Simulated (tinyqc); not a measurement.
Inside a calculation. Model: double-gate transistor below threshold, two-dimensional Poisson equation on a small mesh.

tinyqc, about 0.09 s, one thread, Intel Xeon 2.30GHz (shared host): `OMP_NUM_THREADS=1 python tinyqc.py 2480039 2480040 out.jsonl` Printed values are rounded.

Half of a symmetric double-gate structure: row 0 is the mid-plane of the body, where the normal field vanishes. Mobile charge is neglected (subthreshold), the body is fully depleted, and potentials are counted from the intrinsic level; rows run upward to the gate, columns from source to drain.

Values chosen for this exercise; semiconductor permittivity close to that of silicon:
- T = 350 K (temperature)
- eps_r = 11.9 (relative permittivity of the semiconductor)
- eox = 9 (relative permittivity of the insulator)
- tb = 3 nm (half the body thickness)
- tox = 1.8 nm (insulator thickness)
- L = 21 nm (channel length)
- Na = 1.6e18 cm^-3 (acceptor density of the depleted body)
- Vbi = 0.59 V (potential of the source)
- Vfb = 0 V (gate offset)
- Vg = 0.05 V (gate voltage)
- Vd = 0.05 V (drain voltage)

Constants: q = 1.602176634e-19 C, kB = 1.380649e-23 J/K, Vt = kB T/q, eps0 = 8.8541878128e-14 F/cm where lengths are in cm. Results are converted to the units shown.

## Coefficients of the five-point equations

Mesh: rows i = 0..2 in the semiconductor (step hs = tb/2, row 2 on the interface), then 2 step(s) ho = tox/2 up to the gate row 4; columns j = 0..5 (step hy = L/5). Box integration, divided by eps0: up_i = eps hy/h of the interval above row i, dn_i = that of the interval below (0 for row 0), lat_i = (sum of eps h/2 over the intervals above and below)/hy, s_i = -q Na w_i hy/eps0 with w_i the semiconductor height of the box (hs/2 for row 0 and the interface row, hs between, 0 in the insulator). Each free node obeys (up + dn + 2 lat) psi = up psi(above) + dn psi(below) + lat [psi(left) + psi(right)] + s.

up, row 0 to 3: [33.32, 33.32, 42, 42]
dn, row 0 to 3: [0, 33.32, 33.32, 42]
lat, row 0 to 3: [2.125, 4.25, 3.08929, 1.92857]
s, row 0 to 3 (V): [-0.0911994, -0.182399, -0.0911994, 0]

## Iteration 1: over-relaxation sweep (omega = 1.4)

psi at the start (fixed values on the edges, free nodes at zero) (V):
```
            j=0       j=1       j=2       j=3       j=4       j=5
row 0  0.590000  0.000000  0.000000  0.000000  0.000000  0.640000
row 1  0.590000  0.000000  0.000000  0.000000  0.000000  0.640000
row 2  0.590000  0.000000  0.000000  0.000000  0.000000  0.640000
row 3  0.320000  0.000000  0.000000  0.000000  0.000000  0.345000
row 4  0.050000  0.050000  0.050000  0.050000  0.050000  0.050000
```

Free nodes: rows 0..3, columns 1..4, taken row by row from row 0, left to right. t = (up psi(above) + dn psi(below) + lat [psi(left) + psi(right)] + s)/(up + dn + 2 lat), with the newest neighbours; psi(new) = psi + 1.4 (t - psi).

psi after iteration 1 (V):
```
            j=0       j=1       j=2        j=3       j=4       j=5
row 0  0.590000  0.043321  0.000032  -0.003396  0.047011  0.640000
row 1  0.590000  0.070215  0.002181  -0.005334  0.076043  0.640000
row 2  0.590000  0.069933  0.003393  -0.004440  0.075687  0.640000
row 3  0.320000  0.090102  0.038503   0.031675  0.095694  0.345000
row 4  0.050000  0.050000  0.050000   0.050000  0.050000  0.050000
```

## Iteration 2: over-relaxation sweep (omega = 1.4)

As before.

psi after iteration 2 (V):
```
            j=0       j=1       j=2        j=3       j=4       j=5
row 0  0.590000  0.113177  0.007990  -0.004307  0.122552  0.640000
row 1  0.590000  0.129085  0.012595   0.000324  0.139958  0.640000
row 2  0.590000  0.140843  0.039304   0.029350  0.152831  0.640000
row 3  0.320000  0.102702  0.048496   0.044868  0.109452  0.345000
row 4  0.050000  0.050000  0.050000   0.050000  0.050000  0.050000
```

## Course of the iteration: over-relaxation sweep (omega = 1.4)

Stop when the largest change of psi is below 1e-7 V, or after 400 iterations. Fixed values: gate row Vg - Vfb; column 0 at Vbi and the last column at Vbi + Vd in the semiconductor, each running linearly to Vg - Vfb across the insulator.

Course of the iteration:
```
iteration  psi at row 0, j = 2 (V)  largest |change| of one entry (V)
1                       3.19621e-5                             0.0957
2                       0.00799036                             0.0771
3                        0.0212903                             0.0563
4                        0.0588394                             0.0534
5                        0.0765658                             0.0287
6                        0.0881032                             0.0134
7                        0.0960691                            7.97e-3
8                        0.0998996                            3.83e-3
9                         0.101815                            1.91e-3
...                            ...                                ...
13                        0.103133                            5.69e-5
14                        0.103157                            2.41e-5
15                        0.103167                            9.97e-6
16                        0.103170                            3.69e-6
17                        0.103172                            1.72e-6
18                        0.103172                            7.86e-7
19                        0.103173                            2.98e-7
20                        0.103173                            1.28e-7
21                        0.103173                            4.44e-8
```

Converged in 21 iterations. The changes do not fall evenly; from iteration 16 to 21 they shrink by a factor of 2.4 a step on average.

## Barrier, swing and barrier lowering

converged psi (V):
```
            j=0       j=1       j=2       j=3       j=4       j=5
row 0  0.590000  0.223257  0.103173  0.106949  0.240137  0.640000
row 1  0.590000  0.210263  0.098011  0.101432  0.225867  0.640000
row 2  0.590000  0.168626  0.083568  0.085955  0.180120  0.640000
row 3  0.320000  0.113028  0.067850  0.069097  0.119098  0.345000
row 4  0.050000  0.050000  0.050000  0.050000  0.050000  0.050000
```

d psi/dVg on row 0: j=0 0.000000, j=1 0.643971, j=2 0.858488, j=3 0.858488, j=4 0.643971, j=5 0.000000
d psi/dVd on row 0: j=0 0.00000, j=1 0.00921, j=2 0.03300, j=3 0.10852, j=4 0.34682, j=5 1.00000

The barrier is read along row 0, the path farthest from the gate. Take the node j of lowest psi: barrier Vbi - psi_j; swing Vt ln 10/(d psi_j/dVg); DIBL = (d psi_j/dVd)/(d psi_j/dVg). The derivatives solve the same equations with s = 0 and a unit change of that voltage.

j = 2
barrier = 0.486827 V
swing = 80.8952 mV/decade
DIBL = 38.4365 mV/V

A mesh of 12, 8 and 80 steps (semiconductor, insulator, channel) gives a barrier of 0.510 V, a swing of 77.1 mV a decade and a DIBL of 52.9 mV/V; the small mesh puts the barrier 4.5 % below that.
